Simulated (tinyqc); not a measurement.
## MOSFET in the linear regime without short-channel effects, parameter extraction from computed curves: extraction methods against the body factor

Inversion charge Q = Cox n Vt W0(exp((Vg - VT)/(n Vt))), W0 the Lambert function and n = nf; u = Q/Cox; mobility mu = mu0/(1 + th1 u + th2 u^2); channel resistance Rch = (L - dL)/(W mu Q); Id = Vd/(Rch + Rsd/W). Cox = eps0 eox/tox. Small Vd, no channel-length or drain effects.

From the continuous curve Id(Vg): tangent at peak gm (V_ext = Vg - Id/gm); constant current Id = 0.1 uA W/L; peak of d2Id/dVg2; Y = Id/sqrt(gm) drawn through Vg = VT + 0.6 and VT + 0.8 V, with intercept VT_Y and slope s. Mobilities gm,max L/(W Cox Vd) and s^2 L/(W Cox Vd) with the drawn L. Last column: share of Rsd/W in the total resistance at VT + 0.8 V.

Inputs (values chosen for the exercise); channel values of the order met in silicon transistors:
- T = 400 K (temperature)
- eox = 7.68 (relative permittivity of the gate insulator (close to silicon nitride))
- tox = 7.9 nm (insulator thickness)
- mu0 = 450 cm^2/(V s) (low-field mobility)
- th1 = 0.67 1/V (first mobility attenuation factor)
- th2 = 0.13 1/V^2 (second mobility attenuation factor)
- VT = 0.51 V (threshold voltage)
- W = 10 um (gate width)
- L = 0.3 um (drawn gate length)
- dL = 0.006 um (drawn less effective length)
- Rsd = 160 ohm um (source plus drain resistance)
- Vd = 0.01 V (drain voltage)

Constants: q = 1.602176634e-19 C, kB = 1.380649e-23 J/K, Vt = kB T/q, eps0 = 8.8541878128e-14 F/cm where lengths are in cm. Results are converted to the units shown.

Result of one run:
```
V_ext (V),constant current (V),second derivative (V),VT_Y (V),mobility from gm (cm^2/(V s)),mobility from Y (cm^2/(V s)),series share (%)
0.496,0.516,0.493,0.586,279,463,8.67
```

Which body factor nf gave this result: 1.1, 1.2, 1.3 or 1.5?

nf = 1.2.

The whole series:
```
nf,V_ext (V),constant current (V),second derivative (V),VT_Y (V),mobility from gm (cm^2/(V s)),mobility from Y (cm^2/(V s)),series share (%)
1,0.502,0.526,0.497,0.587,290,477,8.76
1.1,0.499,0.521,0.495,0.587,284,470,8.71
1.2,0.496,0.516,0.493,0.586,279,463,8.67
1.3,0.492,0.511,0.491,0.586,274,456,8.63
1.4,0.489,0.506,0.489,0.585,269,450,8.59
1.5,0.485,0.500,0.487,0.584,264,444,8.55
1.6,0.482,0.494,0.484,0.582,260,438,8.52
1.7,0.478,0.488,0.482,0.581,256,432,8.48
```

The model has VT = 0.51 V and mu0 = 450 cm^2/(V s). Over the table the extracted thresholds move by 24 mV (tangent), 38 mV (constant current), 15 mV (second derivative), 5.9 mV (Y function). The mobility from gm falls from 290 to 256 and that from Y falls from 477 to 432 cm^2/(V s).

tinyqc, about 0.01 s, one thread, Intel Xeon 2.30GHz (shared host): `OMP_NUM_THREADS=1 python tinyqc.py 2210075 2210076 out.jsonl`
